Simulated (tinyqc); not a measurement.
Input admittance of a MOSFET at zero drain bias: distributed channel and distributed gate: one step of the calculation.

Source and drain grounded, strong inversion, w = 2 pi f, Cox = eps0 eox/tox. The channel is an RC line of resistance 1/(mu Cox Vo) per square fed from both ends, so one finger has the intrinsic admittance y = i w Cox L tanh(g)/g per width, g = (1/2) sqrt(i w tau), tau = L^2/(mu Vo). The vertical resistance rv/L is in series with y, the overlaps 2 i w Cov in parallel: y_t = 1/(1/y + rv/L) + 2 i w Cov. The gate strip is a line of Rsh/L per length loaded by y_t, so a finger has Y = y_t Wf tanh(k)/k, k = (Wf/sd) sqrt(y_t Rsh/L); the device has Nf Y.

Question. Input impedance of the device. k and Y as defined; Z = 1/(Nf Y) = R + 1/(i w C); Q = |Im Z|/R; signal at the point farthest from a contact |1/cosh k|.

Inputs (values chosen for the exercise); values of the order met in silicon radio-frequency transistors: channel length L = 1.9 um; finger width Wf = 19 um; number of fingers Nf = 4; sheet resistance of the gate Rsh = 10 ohm/square; number of ends at which a finger is contacted sd = 2; frequency f = 2.1 GHz.

y_t = 31.42476+123.86127i uS/um

Wanted: k; Nf Y; R; C; Q; signal at the far point.

Answer.

k = 0.1945+0.1513i
Nf Y = 2.558+9.316i mS
R = 27.40 ohm
C = 759.3 fF
Q = 3.642
signal at the far point = 0.9923

Computed by the program tinyqc: `OMP_NUM_THREADS=1 python tinyqc.py 2262101 2262102 out.jsonl`, one thread of a shared Intel Xeon 2.30GHz, about 0.01 s for the whole run.
